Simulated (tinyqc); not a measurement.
What moves the results: type-II superlattice in the two-band Kane model. A value that a table varies takes the place of the one given here.

Motion along the axis, period d = a + b, c = hbar^2/2m0. Conduction and light-hole bands couple: (E - Ec)(E - Ev) = Ep c k^2 in each layer, with mass m(E) = (E - Ev)/Ep, which may be negative. The conduction envelope psi and psi'/m(E) are continuous; a layer carries them by [[cos kt, (m/k) sin kt], [-(k/m) sin kt, cos kt]] (cosh and sinh for k^2 < 0), and cos(q d) = tr(M_B M_A)/2. C1 is the first miniband above EvB, with its bottom at tr/2 = +1 and its top at -1; the gap is the bottom of C1 less the top heavy-hole level HH1.

Heavy holes are uncoupled: with e = EvB - E, p = sqrt(mhB e/c), w = sqrt(mhA (EvB - EvA - e)/c), the top level HH1 at q = 0 solves (p/mhB) tan(p b/2) = (w/mhA) tanh(w a/2).

Constants: hbar^2/2m0 = 3.80998211 eV angstrom^2; hc = 1239.841984 eV nm.

Values chosen for the exercise (near those of an InAs/GaSb superlattice; not measured data):
```
symbol  value                         unit      meaning
b       20                            angstrom  layer B
EcA     0                             eV        conduction edge of A
EvA     -0.411                        eV        valence edge of A
EcB     0.957                         eV        conduction edge of B
EvB     0.157                         eV        valence edge of B
EpA     14.5                          eV        coupling energy in A
EpB     18.1                          eV        coupling energy in B
mhA     0.34                          m0        heavy hole in A
mhB     0.27                          m0        heavy hole in B
As      (20, 27, 35, 47, 55, 66, 79)  angstrom  widths of layer A
a       27                            angstrom  layer A
```

## Width of layer A

Bottom of C1 (tr/2 = +1, above EvB), HH1, the gap and hc/gap; widths at which C1 no longer starts above EvB are left out.

Results:
```
a (angstrom)  C1 (eV)  HH1 (eV)  gap (meV)  cut-off (micrometre)
20             0.4075    0.0194      388.0                  3.20
27             0.3235    0.0171      306.4                  4.05
35             0.2564    0.0164      239.9                  5.17
47             0.1897    0.0163      173.4                  7.15
55             0.1589    0.0163      142.6                  8.69
```

How do the results move?

From a = 20 to 55 angstrom C1 falls by 249 meV while HH1 moves by -3.2 meV, so layer A tunes the gap, from 388 to 143 meV. The cut-off shifts by 0.122 micrometre per angstrom at the thin end and 0.193 at the thick end: long wavelengths need tight control of the thickness.

## One band or two

Bottom of C1. One band: (k/mA) tan(k a/2) = (kappa/mB) tanh(kappa b/2) with the edge masses (Ec - Ev)/Ep and barrier EcB - EcA. Second row: mA replaced by m(E). The last column is measured against two bands.

Results:
```
model                  C1 (eV)  gap (meV)  error (meV)
one band, edge masses   0.3232      306.1         -0.2
m(E) in A only          0.2975      280.4        -26.0
two bands               0.3235      306.4          0.0
```

mA = 0.0283 m0
mB = 0.0442 m0

What does this show, and why?

With edge masses C1 errs by 0 meV, 0 % of the gap. The heavier m(E) in A changes it by -26 meV; the treatment of B changes it by +26 meV, since C1 lies 166 meV above the valence edge of B, where its mass is 0.0092 instead of 0.0442.

## What each parameter does

Bottom and width of C1, HH1 and the gap. Each row changes one parameter from the base and keeps the others.

Results:
```
case             C1 (eV)  width (meV)  HH1 (eV)  gap (meV)
base              0.3235        212.0    0.0171      306.4
a = 24 angstrom   0.3558        237.6    0.0177      338.1
b = 17 angstrom   0.3010        248.2   -0.0128      313.8
EvB = 0.137 eV    0.3226        208.1   -0.0009      323.5
EcB = 1.007 eV    0.3344        201.8    0.0171      317.3
EvA = -0.441 eV   0.3210        208.4    0.0142      306.8
EpA = 15.7 eV     0.3281        222.4    0.0171      311.0
mhB = 0.31 m0     0.3235        212.0    0.0238      299.7
```

What does this show?

The largest shifts from the base row, up to three for each result and ties (the steps differ in size, so this ranks the rows, not the parameters). C1 (eV): a +0.0324, b -0.0225, EcB +0.0110; unchanged at the printed digits by mhB. width (meV): b +36.2, a +25.6, EpA +10.4; unchanged at the printed digits by mhB. HH1 (eV): b -0.0299, EvB -0.0180, mhB +0.0067; unchanged at the printed digits by EcB and EpA. gap (meV): a +31.7, EvB +17.2, EcB +11.0.

Program tinyqc; command `OMP_NUM_THREADS=1 python tinyqc.py 1250208 1250209 out.jsonl`; about 0.3 s on one thread of a shared Intel(R) Xeon(R) Processor @ 2.30GHz.
